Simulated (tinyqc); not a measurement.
# Worked calculation: threshold-voltage variability of a planar MOSFET, analytic estimates

tinyqc, about 0.01 s, one thread, Intel Xeon 2.30GHz (shared host): `OMP_NUM_THREADS=1 python tinyqc.py 2090017 2090018 out.jsonl` Printed values are rounded.

Three independent sources add in quadrature: random dopants in the depleted layer, metal-gate grains of two orientations, and roughness of the two gate edges acting through the roll-off VT = VT(long) - Vr exp(-L/l). These are first-order estimates: no three-dimensional electrostatics, no percolation.

Parameters, values chosen for the exercise; material values close to those of germanium: temperature T = 325 K; band gap Eg = 0.67 eV; relative permittivity of the semiconductor eps_r = 15.9; conduction-band density of states at T Nc = 1.15e19 cm^-3; valence-band density of states at T Nv = 6.68e18 cm^-3; channel doping Na = 4.2e18 cm^-3; oxide-equivalent thickness in inversion ti = 1.9 nm; gate length L = 45 nm; gate width W = 200 nm; metal grain size G = 10 nm; work-function difference of the two grain orientations dW = 0.1 eV; share of the orientation of higher work function p = 0.4; rms roughness of one gate edge De = 1.8 nm; correlation length of the roughness La = 10 nm; decay length of the threshold roll-off l = 10 nm; prefactor of the roll-off Vr = 2.4 V; subthreshold factor n = 1.46; gm/I of a matched pair gI = 10 1/V; spread of the gain factor of one device sb = 1.4 %; number of cells Nb = 33554432; wanted yield Y = 0.99.

Constants: q = 1.602176634e-19 C, kB = 1.380649e-23 J/K, Vt = kB T/q, eps0 = 8.8541878128e-14 F/cm where lengths are in cm. Results are converted to the units shown.

## Random dopants

ni = sqrt(Nc Nv) exp(-Eg/(2 Vt)), Eg in volts; Cox = 3.9 eps0/ti; Wd = sqrt(4 eps0 eps_r Vt ln(Na/ni)/(q Na)); dopants: s1 = (q/Cox) sqrt(Na Wd/(3 L W)). The slope A1 = s1 sqrt(L W); mean number of dopants Na L W Wd.

Cox = 1.81744 uF/cm^2
Wd = 16.2204 nm
mean number of dopants = 613.132
A1 = 1.32845 mV um
s1 = 14.0031 mV

Counting alone, 1/sqrt(N) of the depletion voltage q Na Wd/Cox = 601 mV, would give sqrt(3) times more: dopants deep in the layer act less on the surface.

## Metal grains and edge roughness

Grains: Ng = L W/G^2 (at least 1), s2 = dW sqrt(p (1 - p)/Ng). Edges, with exponential correlation and u = W/La: the mean gate length has sL^2 = 2 De^2 (2/u)[1 - (1 - exp(-u))/u]; s3 = sL (Vr/l) exp(-L/l).

Ng = 90
s2 = 5.16398 mV
sL = 0.784602 nm
dVT/dL = 2.66616 mV/nm
s3 = 2.09187 mV

## Total spread, mismatch and leakage

s = sqrt(s1^2 + s2^2 + s3^2). For a pair: s(dVT) = sqrt(2) s; current mismatch sqrt(2) sqrt((gI s)^2 + sb^2); input offset = current mismatch/gI. For a Gaussian VT the off current is log-normal with mean/median = exp(s^2/(2 (n Vt)^2)).

s = 15.0708 mV
s(dVT) = 21.3134 mV
current mismatch = 21.4051 %
input offset = 21.4051 mV
mean/median of Ioff = 1.07028

The dopants give 86.3 % of the variance; without them s would be 5.57 mV.

## Iteration 1: margin in standard deviations for the wanted yield

k at the start = 3

Cells fail independently with probability Q(k) = erfc(k/sqrt(2))/2 when the margin is k standard deviations, and Y = exp(-Nb Q(k)). phi = exp(-k^2/2)/sqrt(2 pi). Newton steps on ln Q(k) = ln(-ln(Y)/Nb): k(new) = k + [ln Q - ln(-ln(Y)/Nb)] Q/phi.

Q(k) = 0.00134990
phi = 0.00443185
k after iteration 1 = 7.66666

## Iteration 2: margin in standard deviations for the wanted yield

As before.

Q(k) = 8.82670e-15
phi = 6.87864e-14
k after iteration 2 = 6.32800

## Course of the iteration: margin in standard deviations for the wanted yield

Stop when k changes by less than 1e-9, or after 30 iterations.

Course of the iteration:
```
iteration        k  |change|
1          7.66666      4.67
2          6.32800      1.34
3          6.19210     0.136
4          6.19068   1.42e-3
5          6.19068   1.56e-7
6          6.19068   < 1e-12
```

Converged in 6 iterations. At the end the number of correct digits about doubles with each step. With s(dVT) = 21.3 mV, 6.19 standard deviations are 132 mV.
